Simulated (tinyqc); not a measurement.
# Planar ballistic transistor, top-of-the-barrier model: effect of the insulator thickness

At the top of the source barrier, states moving towards the drain are filled by the source (Fermi level 0) and states moving back by the drain (Fermi level -q Vd); nothing scatters. U is the shift of the band edge there, set by the capacitances CG, CD and CS (the total) and by the charge. Parabolic two-dimensional band; the source is grounded.

N0 = gv m kB T/(pi hbar^2), CG = eps0 eox/tox, vT = sqrt(2 kB T/(pi m)), CS = CG/aG, n0 = n at U = 0 and Vd = 0. eta1 = -(E0 + U)/Vt, eta2 = eta1 - Vd/Vt, n = (N0/2)[F_0(eta1) + F_0(eta2)], F_0(x) = ln(1 + exp x). U = UL + q (n - n0)/CS with UL = -(aG Vg + aD Vd), energies in eV. I = q (N0/2) vT [F_(1/2)(eta1) - F_(1/2)(eta2)] per width, F_(1/2)(x) = (2/sqrt(pi)) int_0^infinity u^(1/2)/(1 + exp(u - x)) du. CQ = (q/Vt) dn/d(eta1). E0 is held fixed.

Inputs (values chosen for the exercise); mass and valleys close to those of silicon (two valleys):
```
symbol  value  unit                                                                 meaning
T         300     K                                                             temperature
m       0.187    m0                                                          effective mass
gv          2                                                             valley degeneracy
eox       7.5                                   relative permittivity of the gate insulator
aG       0.94                                                            gate control CG/CS
aD      0.039                                                           drain control CD/CS
E0       0.31    eV  band edge at the barrier top above the source Fermi level at zero bias
Vg        0.7     V                                                            gate voltage
Vd        0.7     V                                                           drain voltage
```

Constants: q = 1.602176634e-19 C, kB = 1.380649e-23 J/K, hbar = 1.054571817e-34 J s, m0 = 9.1093837015e-31 kg, Vt = kB T/q, eps0 = 8.8541878128e-14 F/cm where lengths are in cm. Results are converted to the units shown.

Effect of the insulator thickness:
```
tox (nm)    eta1  n (cm^-2)  I (uA/um)  mean velocity I/(q n) (cm/s)   CQ/CS
0.5        7.698   1.555e13       6605                       2.652e7  0.8854
0.74       6.281   1.269e13       4920                       2.420e7   1.309
1.1        4.918   9.947e12       3479                       2.183e7   1.935
1.6        3.769   7.657e12       2421                       1.974e7   2.771
2.4        2.712   5.607e12       1598                       1.779e7   3.987
3.6        1.840   4.014e12       1045                       1.624e7   5.504
5.4        1.118   2.829e12      684.2                       1.510e7   7.209
8         0.5215   1.994e12      456.8                       1.430e7   8.893
```

As tox goes from 0.5 to 8 nm, n falls from 1.55e13 to 1.99e12 cm^-2, the mean velocity falls from 2.65e7 to 1.43e7 cm/s and the current falls from 6600 to 457 uA/um. CQ/CS goes from 0.89 to 8.9. Over the range the current goes as tox^(-0.96) on average. For tox = 0.5 to 0.74 nm the insulator is under 1 nm thick, where gate tunnelling would matter.

Numbers from tinyqc (`OMP_NUM_THREADS=1 python tinyqc.py 2400031 2400032 out.jsonl`; about 0.01 s on one thread of a shared Intel Xeon 2.30GHz).
